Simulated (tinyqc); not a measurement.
Two-dimensional dopant profile at a mask edge: lateral junction, overlap and effective channel length. Changing the channel doping C_B. Computed by tinyqc, a small Python program. Command: `OMP_NUM_THREADS=1 python tinyqc.py 3005478 3005479 out.jsonl lateral sweep`. One thread of a shared host (Intel(R) Xeon(R) Processor @ 2.30GHz), about 0.01 s of CPU time with the checks.

Ions enter for y < 0; the mask (spacer, then gate) covers y > 0. x is the depth. The surface reflects dopant during the anneal.

Inputs (values chosen for the exercise, modelled on a source-drain extension in silicon):
```
quantity               value    unit
dose Q               2.8e+15  1/cm^2
projected range R_p      5.3      nm
vertical straggle        2.1      nm
lateral straggle           2      nm
anneal budget D t    4.4e-14    cm^2
gate length L_g           43      nm
offset spacer           0.43      nm
oxide thickness          4.3      nm
```

Constants: eps_0 = 8.8541878128e-12 F/m.

Method:
- Widths s_x^2 = (vertical straggle)^2 + 2 D t, s_y^2 = (lateral straggle)^2 + 2 D t. C(x, y) = V(x) (1/2) erfc(y/(sqrt2 s_y)), V(x) = Q/(sqrt(2 pi) s_x) [exp(-(x - R_p)^2/(2 s_x^2)) + exp(-(x + R_p)^2/(2 s_x^2))]; 1 nm = 1e-7 cm.
- The vertical junction far from the mask solves V(x) = C_B.
- The lateral junction at depth x solves C = C_B: y_j(x) = sqrt2 s_y erfc^-1(2 C_B/V(x)). Overlap under the gate = y_j(0) - spacer; metallurgical channel L_met = L_g - 2 overlap (tails from the two sides are not added).
- Abruptness at y_j(0) in nm per decade = ln(10) s_y sqrt(pi/2) exp(u^2) erfc(u), u = y_j/(sqrt2 s_y). Overlap capacitance per width = 3.9 eps_0 overlap/t_ox (zero if there is no overlap).

One run for each value; columns: (1) channel doping C_B (1/cm^3); (2) lateral junction y_j(0) (nm); (3) vertical junction x_j (nm); (4) metallurgical channel L_met (nm); (5) lateral abruptness (nm/decade):
```
(1)         (2)    (3)    (4)    (5)
3.00e+16  14.98  22.76  13.90  1.870
6.80e+16  14.30  22.13  15.26  1.951
1.50e+17  13.62  21.50  16.63  2.039
7.70e+17  12.09  20.10  19.68  2.264
1.70e+18  11.29  19.38  21.28  2.403
3.90e+18  10.39  18.57  23.07  2.579
8.90e+18   9.43  17.73  25.00  2.795
2.00e+19   8.40  16.83  27.05  3.068
```

Give the missing row, channel doping C_B (1/cm^3) = 3.40e+17.

Computed row; columns: (1) channel doping C_B (1/cm^3); (2) lateral junction y_j(0) (nm); (3) vertical junction x_j (nm); (4) metallurgical channel L_met (nm); (5) lateral abruptness (nm/decade):
```
(1)         (2)    (3)    (4)    (5)
3.40e+17  12.87  20.81  18.11  2.143
```

Interpolating between the two neighbouring rows (the first column on a logarithmic scale, the others too where they are positive) misses most in lateral junction y_j(0) (nm), by 0.33 %. Over the rows, lateral junction y_j(0) (nm) falls from 15.0 to 8.40 (exponent d ln y / d ln x -0.057 between the first rows and -0.14 between the last); vertical junction x_j (nm) falls from 22.8 to 16.8 (exponent d ln y / d ln x -0.034 between the first rows and -0.064 between the last); metallurgical channel L_met (nm) rises from 13.9 to 27.1 (exponent d ln y / d ln x 0.11 between the first rows and 0.098 between the last). A heavier channel (or halo) pushes both junctions back along the tails, where the profile is less steep on a logarithmic scale.

Caution (all rows): the peak exceeds usual solubilities, so part of the dose is inactive and diffusion is concentration dependent.

Extremes, crossings and ranges named in words are read from the listed rows.
